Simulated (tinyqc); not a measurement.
What moves the results: exchange-split free-electron bands and tunnelling magnetoresistance. A value that a table varies takes the place of the one given here.

Majority and minority bands E = c k^2/m -/+ Dx/2, c = hbar^2/2m0, so k_up = sqrt(m (EF + Dx/2)/c), k_dn = sqrt(m (EF - Dx/2)/c); n_s = k_s^3/(6 pi^2), D_s = m k_s/(4 pi^2 c).

Barrier: kappa = sqrt(mb phi/c), c = hbar^2/2m0. With a = k1/m, b = k2/m, w = kappa/mb, the transmission at normal incidence is T(k1, k2) = 4 a b w^2/[w^2 (a + b)^2 + (w^2 + a^2)(w^2 + b^2) sinh^2(kappa d)]. Parallel: G_P = T(up, up) + T(dn, dn); antiparallel: G_AP = 2 T(up, dn); TMR = (G_P - G_AP)/G_AP. Julliere: TMR = 2 P^2/(1 - P^2). Slonczewski factor: P_eff = P_k (w^2 - a_up a_dn)/(w^2 + a_up a_dn), P_k = (k_up - k_dn)/(k_up + k_dn).

Constants: hbar^2/2m0 = 3.80998211 eV angstrom^2.

Parameters, chosen for this exercise: EF = 3.86 eV (Fermi energy above the mean band bottom); Dx = 4.04 eV (exchange splitting); m = 1.01 m0 (mass in the electrodes); mb = 0.69 m0 (mass in the barrier); d = 8.8 angstrom (barrier thickness); phi = 2.92 eV (barrier height above EF).

## Barrier height

Results:
```
phi (eV)  w (1/angstrom)    P_eff  TMR (%)       G_P
0.20               0.276  -0.2364    10.68    0.0932
0.40               0.390  -0.1972     7.82    0.0371
0.70               0.516  -0.1483     4.47    0.0108
1.0                0.617  -0.1085     2.39   0.00363
1.5                0.755  -0.0563     0.64  0.000741
2.0                0.872  -0.0164     0.05  0.000184
3.0                1.068   0.0405     0.33  1.68e-05
4.0                1.234   0.0793     1.27  2.16e-06
6.0                1.511   0.1286     3.36  6.61e-08
10                 1.950   0.1789     6.61  2.51e-10
```

P_eff vanishes where w^2 = a_up a_dn, at phi = 2.25 eV, inside the table; the lowest TMR listed is 0.05 % at 2 eV. TMR is 10.7 % at the lowest barrier and 6.6 % at the highest, against 17.4 % for Julliere with P_k; P_eff tends to +P_k for very high barriers and to -P_k for very low ones. G_P falls by 8.6 decades.

## Barrier thickness

Results:
```
d (angstrom)  kappa d       G_P      G_AP  TMR (%)
1               0.727      1.18      1.12     5.10
2               1.454     0.363     0.356     1.71
3               2.182    0.0906    0.0901     0.63
4               2.909    0.0215    0.0214     0.36
6               4.363   0.00118   0.00118     0.28
8               5.818  6.43e-05  6.41e-05     0.27
10              7.272  3.51e-06  3.50e-06     0.27
13              9.454  4.47e-08  4.45e-08     0.27
16             11.635  5.69e-10  5.67e-10     0.27
20             14.544  1.69e-12  1.69e-12     0.27
```

For thick barriers each angstrom costs a factor exp(2 kappa) = 4.28 in both conductances, and TMR settles at 0.27 % (the interface factor, which vanishes at (kappa/mb)^2 = k_up k_dn/m^2, reduces it below the value from the polarisation of k alone); it is within 0.1 point of that from d = 4 angstrom on. At 1 angstrom it is 5.10 %, where the barrier is thin and the mismatch of k_up and k_dn starts to rule, as it does fully for d -> 0.

## Exchange splitting

Dx takes the listed multiples of 2 EF.

Results:
```
Dx/(2 EF)    k_up    k_dn     P_k   P_eff  TMR (%)
0.10       1.0609  0.9597  0.0501  0.0027     0.00
0.20       1.1081  0.9048  0.1010  0.0062     0.01
0.35       1.1753  0.8155  0.1807  0.0151     0.05
0.50       1.2389  0.7153  0.2679  0.0328     0.21
0.65       1.2994  0.5984  0.3693  0.0687     0.95
0.80       1.3572  0.4524  0.5000  0.1486     4.51
0.90       1.3943  0.3199  0.6268  0.2727    16.07
0.97       1.4198  0.1752  0.7803  0.4994    66.44
```

P_k rises from 0.050 to 0.780, and TMR goes from 0.00 % to 66.4 %, steadily. At Dx = 2 EF the minority band is empty (a half metal) and G_AP vanishes.

## What moves the magnetoresistance

All results formed anew. Each row changes one parameter from the base and keeps the others.

Results:
```
case                  P_k   P_eff  TMR (%)       G_P
base               0.2825  0.0368     0.27  2.01e-05
Dx = 4.242 eV      0.2994  0.0419     0.35  1.98e-05
EF = 4.246 eV      0.2531  0.0170     0.06  2.06e-05
phi = 3.796 eV     0.2825  0.0724     1.05  3.21e-06
mb = 0.552 m0      0.2825  0.0672     0.91  7.52e-05
d = 10.8 angstrom  0.2825  0.0368     0.27  1.10e-06
m = 1.212 m0       0.2825  0.0617     0.77  1.96e-05
```

The largest shifts from the base row, up to three for each result and ties (the steps differ in size, so this ranks the rows, not the parameters). P_k: EF -0.0294, Dx +0.0168; unchanged at the printed digits by phi, mb, d and m. P_eff: phi +0.0356, mb +0.0304, m +0.0250; unchanged at the printed digits by d. TMR (%): phi +0.78, mb +0.64, m +0.49; unchanged at the printed digits by d. G_P: mb +5.51e-05, d -1.90e-05, phi -1.69e-05.

tinyqc: `OMP_NUM_THREADS=1 python tinyqc.py 1681801 1681802 out.jsonl`; about 0.01 s, one thread, shared Intel(R) Xeon(R) Processor @ 2.30GHz.
